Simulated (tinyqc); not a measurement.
Energy and delay of logic against supply voltage: two steps of the calculation.

One expression serves below and above threshold: I(Vg) = Ik [ln(1 + exp((Vg - VT + dd V)/(al nf Vt)))]^al, with I_on = I(V) and I_off = I(0). Gate delay td = kd C V/I_on, clock period LD td. Per gate and cycle the switching energy is act C V^2 and the leakage energy I_off V LD td. No short-circuit current, no variation. Minima are sought above 0.09 V; below a few Vt gates no longer switch and the model has no meaning.

Values chosen for this exercise; values of the order met in logic technologies: temperature T = 250 K; threshold voltage at zero drain bias VT = 0.22 V; slope factor nf = 1.27; barrier lowering per volt of supply dd = 0.06; specific current of a gate Ik = 2.7 uA; exponent of the current law al = 1.23; load capacitance of a gate C = 4 fF; delay factor kd = 1; logic depth LD = 40; activity factor act = 0.02; supply voltage V = 0.51 V.

Constants: q = 1.602176634e-19 C, kB = 1.380649e-23 J/K, Vt = kB T/q. Results are converted to the units shown.

Task 1. Currents, delay and energies. I_on, I_off, td, clock frequency 1/(LD td), both energies and their sum.

Find: I_on; I_off; td; clock frequency; switching energy; leakage energy; energy.

Result 1.

I_on = 43.20 uA
I_off = 2.655 nA
td = 47.22 ps
clock frequency = 0.5294 GHz
switching energy = 20.81 aJ
leakage energy = 2.557 aJ
energy = 23.37 aJ

I_on/I_off = 16300; leakage makes up 10.9 % of the energy.

Task 2. New V. Minimum-energy supply: E(V) is the energy per gate and cycle; with h = 0.001 V, E' = (E(V + h) - E(V - h))/(2 h), E'' = (E(V - h) - 2 E(V) + E(V + h))/h^2, V(new) = V - E'/E''.

V after iteration 1 = 0.23179083 V

Wanted: E'; E''; V after iteration 2.

Result 2.

E' = -10.48 aJ/V
E'' = 1380 aJ/V^2
V after iteration 2 = 0.2394 V

tinyqc, about 0.01 s, one thread, Intel Xeon 2.30GHz (shared host): `OMP_NUM_THREADS=1 python tinyqc.py 2082148 2082149 out.jsonl`
